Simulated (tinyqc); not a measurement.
From a target to a composition: model-solid line-up of a strained alloy layer on a substrate.

Problem. A layer of the alloy is strained to the substrate, and its gap (Ec minus the top valence edge) is given. Find x between 0.07 and 0.97, where the gap is monotonic.

All values of the alloy are linear in x but the gap, Eg(x) = (1 - x) Eg_A + x Eg_B - C x (1 - x), and the valence edge, Ev(x) = (1 - x) Ev_A + x Ev_B + fv C x (1 - x); Ec = Ev + Eg. Ev is the top of the unstrained valence band on a scale common to all materials. In the layer only the Gamma valley of the conduction band is followed, also where an X or L valley would lie lower.

Coherent growth on a (110) face: e_par = (a_s - a)/a, e_perp = -(C11 + 3 C12 - 2 C44)/(C11 + C12 + 2 C44) e_par; exx = eyy = (e_par + e_perp)/2, ezz = e_par, exy = (e_perp - e_par)/2, eyz = ezx = 0.

Strained edges: Ec + ac tr(e); the valence edges are Ev plus the levels of the 6 x 6 matrix of X, Y, Z times spin with -Dso/3 + l exx + m (eyy + ezz) on the diagonal (cyclic), n exy off it, l = av + 2 b, m = av - b, n = sqrt(3) d. Spin-orbit term (Dso/3) L.sigma on X, Y, Z with (L_k)_ij = -i epsilon_kij: <X+|H|Y+> = -i Dso/3, <X+|H|Z-> = Dso/3, <Y+|H|Z-> = -i Dso/3, <Z+|H|X-> = -Dso/3, <Z+|H|Y-> = i Dso/3, <X-|H|Y-> = i Dso/3, and their conjugates; + and - are the spin along z.

Inputs chosen for the exercise (A near AlAs, B near InAs, substrate near InP; the results hold for these values, not for the real material): a = (5.667, 6.053) angstrom (lattice constant of A, B); Eg = (3.136, 0.413) eV (gap at Gamma to the s-like level of A, B); Dso = (0.279, 0.395) eV (spin-orbit splitting of A, B); Ev = (-1.33, -0.59) eV (top of the unstrained valence band of A, B); ac = (-5.67, -5.09) eV (conduction deformation potential of A, B); av = (2.49, 1) eV (valence hydrostatic potential of A, B); b = (-2.29, -1.8) eV (tetragonal shear potential of A, B); d = (-3.43, -3.55) eV (trigonal shear potential of A, B); C11 = (123.4, 82.8) GPa (of A, B); C12 = (53, 44.8) GPa (of A, B); C44 = (53.5, 40.1) GPa (of A, B); C = 0.814 eV (bowing of the gap); fv = 0 (share of the bowing taken by the valence edge); a_s = 5.863 angstrom (substrate); face = 110 (growth face).

strained gap = 0.816218 eV

Find: x; e_par; gap of the relaxed alloy.

Solution. Bisect on x; the strained gap is 2.4204 eV at x = 0.07 and 0.6171 eV at x = 0.97.

x = 0.860
e_par = -2.266 %
gap of the relaxed alloy = 0.696 eV

(tinyqc, `OMP_NUM_THREADS=1 python tinyqc.py 1051410 1051411 out.jsonl`, Intel(R) Xeon(R) Processor @ 2.30GHz, 1 thread, shared host, about 0.02 s.)
